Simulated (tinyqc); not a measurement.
Deep-level transient spectroscopy: the DLTS spectrum.

Schottky contact on an n-type layer with shallow donors Nd (all ionised) and a donor-like deep trap, neutral when filled and positive when empty; depletion approximation. Traps within lam of the depletion edge stay filled. A long pulse to Vp fills the traps beyond x1 = Wp - lam; back at Vr those between x1 and x2 = Wr - lam emit. A rate window reads S = C(t2) - C(t1).

Emission rate en = sn vth(T) Nc(T) exp(-Et/kB T) = sn g T^2 exp(-Et/kB T), g = vth Nc/(300 K)^2, as vth goes as T^0.5 and Nc as T^1.5 (degeneracy factor 1). lam = sqrt(2 eps0 eps_r (EF - ET)/(q Nd)), EF - ET = Et - (kB T/q) ln(Nc(T)/Nd), Nc(T) = Nc (T/300 K)^1.5. In the steady state at the band bending V, 2 eps0 eps_r V/q = Nd W^2 + Nt (W - lam)^2 (the second term only if W > lam). W(t)^2 = Wr^2 + (Nt/Nd)(x2^2 - x1^2) exp(-en t), C = eps0 eps_r/W; for small Nt, dC/C = -(Nt/2 Nd) G exp(-en t) with G = (x2^2 - x1^2)/Wr^2. For an exponential transient S peaks where en = ew = ln(t2/t1)/(t2 - t1).

Values chosen for this exercise; material values close to those of silicon:
```
symbol,value,unit,meaning
eps_r,11.7,,relative permittivity
Nc,2.85e19,cm^-3,conduction-band density of states at 300 K
vth,2.3e7,cm/s,thermal velocity at 300 K
Nd,1.4e15,cm^-3,shallow donor density
Vbi,0.61,V,built-in voltage
Et,0.16,eV,depth of the trap below the conduction edge
sn,1.7e-16,cm^2,capture cross-section
Nt,1.1e13,cm^-3,trap density
Vr,8.9,V,reverse bias
Vp,0.6,V,reverse bias during the filling pulse
t1,0.1,ms,first sampling time
t2,0.4,ms,second sampling time
```

Constants: q = 1.602176634e-19 C, kB = 1.380649e-23 J/K, eps0 = 8.8541878128e-14 F/cm where lengths are in cm. Results are converted to the units shown.

Result of one run:
```
T (K)  en (1/s)  S (pF/cm^2)
131     1.485e4        2.366
```

What becomes of these results when the temperature of the transient T is changed from 131 to 115 K, all else the same?

Result of the changed run:
```
T (K)  en (1/s)  S (pF/cm^2)
115        1593        3.359
```

The whole series:
```
T (K)  en (1/s)  S (pF/cm^2)
103       194.8       0.5702
107       412.5        1.148
111       829.6        2.093
115        1593        3.359
119        2936        4.548
123        5209        4.917
127        8934        4.012
131     1.485e4        2.366
135     2.401e4       0.9620
139     3.781e4       0.2432
143     5.815e4      0.03196
147     8.749e4     0.001707
```

S goes from 0.570 through a maximum of 4.92 (at T = 123 K among the rows listed) to 0.00171 pF/cm^2; en equals ew = 4620 1/s at 122.1 K. Colder, the trap has hardly emitted by t2; warmer, it is empty before t1. Rows above half of the largest S span 115 to 127 K. In 2 of the 12 rows T is below 110 K, where shallow donors begin to freeze out; the model keeps them ionised.

Numbers from tinyqc (`OMP_NUM_THREADS=1 python tinyqc.py 2050037 2050038 out.jsonl`; about 0.01 s on one thread of a shared Intel Xeon 2.30GHz).
